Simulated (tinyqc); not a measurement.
Changing the hydrogen carrier pressure p_H: microkinetic model of low-temperature epitaxy from hydride gases: adsorption, hydrogen desorption and rate control. Computed by tinyqc, a small Python program. Command: `OMP_NUM_THREADS=1 python tinyqc.py 3000841 3000842 out.jsonl hepi sweep`. One thread of a shared host (Intel(R) Xeon(R) Processor @ 2.30GHz), about 0.04 s of CPU time with the checks.

Each hydride molecule needs two free sites and leaves four hydrogen atoms, of which two leave at once as H2; theta is the hydrogen coverage, the site density is 6.78 per nm^2 and one layer is 1.358 angstrom thick.

Inputs (values chosen for the exercise, close to those used for silane and germane on Si(001)):
```
quantity                                           value  unit
silane pressure p_S                                 0.39    Pa
sticking prefactor of silane s0                    0.034     -
adsorption barrier E_s                               0.2    eV
desorption prefactor nu_d                          1e+12   1/s
desorption energy on silicon E_d                    2.13    eV
sticking of hydrogen s_H                         4.8e-07     -
temperature T                                        570     C
germane pressure p_G                              0.0051    Pa
sticking ratio of germane to silane r_G              1.8     -
lowering of E_d per unit germanium fraction, dE     0.59    eV
```

Film: silicon-germanium. Order of hydrogen desorption: first.

Constants: k_B = 8.617333262e-05 eV/K; u = 1.6605390666e-27 kg; k_B = 1.380649e-23 J/K.

Method:
- Flux per site F = p/(sqrt(2 pi M k_B T) x 6.78e18 per m^2), M = 32.12 u (silane), 76.63 u (germane), 2.016 u (hydrogen); s = s0 exp(-E_s/(k_B T)); k_S = s F_S, k_G = r_G s F_G; germanium fraction x = k_G/(k_S + k_G); k = k_S + k_G; k_H = s_H F_H; k_d = nu_d exp(-(E_d - dE x)/(k_B T)).
- Temperatures in kelvin are T(C) + 273.15.
- With k the hydride and k_H the hydrogen adsorption rate on free pairs and k_d the desorption rate, steady state: 2 (k + k_H)(1 - theta)^2 = k_d theta; growth rate R = k (1 - theta)^2 layers/s; 1 layer/s = 8.148 nm/min.
- With c = 2 (k + k_H)/k_d the free share is 1 - theta = 2/(1 + sqrt(1 + 4c)).
- X_i = d ln R/d ln k_i at fixed other constants. With f = 1 - theta and a = 2/f + 1/theta: d ln f/d ln k_d = 1/(a f), so X_d = 2/(a f), X_k = 1 - X_d k/(k + k_H), X_H = -X_d k_H/(k + k_H); they sum to 1.

One run for each value:
```
hydrogen carrier pressure p_H (Pa)  growth rate G (nm/min)  hydrogen coverage theta  X_H (hydrogen adsorption)
1                                                  0.67902                  0.79723                -1.9760e-03
4                                                  0.67501                  0.79783                -7.8546e-03
20                                                 0.65447                  0.80093                -3.8012e-02
70                                                 0.59780                  0.80974                -1.2093e-01
300                                                0.42886                  0.83885                -3.6593e-01
1000                                               0.23275                  0.88129                -6.4703e-01
6000                                               0.05586                  0.94184                -9.0265e-01
20000                                              0.01808                  0.96691                -9.6164e-01
100000                                             0.00375                  0.98493                -9.8798e-01
```

Over the rows, growth rate G (nm/min) falls from 0.679 to 0.00375 (exponent d ln y / d ln x -0.0043 between the first rows and -0.98 between the last); hydrogen coverage theta rises from 0.797 to 0.985 (exponent d ln y / d ln x 5.4e-4 between the first rows and 0.011 between the last); X_H (hydrogen adsorption) falls from -0.00198 to -0.988 (exponent d ln y / d ln x 1.00 between the first rows and 0.017 between the last). At the high end the exponent of growth rate G is -0.98, close to -1: carrier hydrogen holds the sites. At the low end the exponent of growth rate G is 0.00, close to 0: carrier hydrogen plays no part.

Caution (rows 6000, 20000, 100000): at carrier pressures near or above 1e4 Pa gas-phase transport, left out here, begins to limit.
